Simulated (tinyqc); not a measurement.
Inversion layer as a triangular well, valleys of the Si type: one step. Effect on the gate capacitance. Two cases, with inputs chosen for the exercise.

Task: The charge sits at the mean distance <z> from the surface, which adds (3.9/eps) <z> to the oxide thickness; C/Cox = tox/(tox + 3.9 <z>/eps). The density-of-states term is left out.

Give: added thickness; C/Cox.

Case 1.

Values chosen (out of a larger set: near those of Si; not measured data): eps = 11.5 (dielectric constant); tox = 30 angstrom (SiO2-equivalent oxide thickness).

mean distance from the surface = 14.2736 angstrom

Result:

added thickness = 4.84 angstrom
C/Cox = 0.861

Case 2.

Values chosen (out of a larger set: near those of Si; not measured data): eps = 11.6 (dielectric constant); tox = 28 angstrom (SiO2-equivalent oxide thickness).

mean distance from the surface = 20.5447 angstrom

Result:

added thickness = 6.91 angstrom
C/Cox = 0.802

Computed by tinyqc, one run a case: `OMP_NUM_THREADS=1 python tinyqc.py N N+1 out.jsonl` with N = 1281766, 1282438; one thread of a shared Intel(R) Xeon(R) Processor @ 2.30GHz, about 0.04 s a run at most.
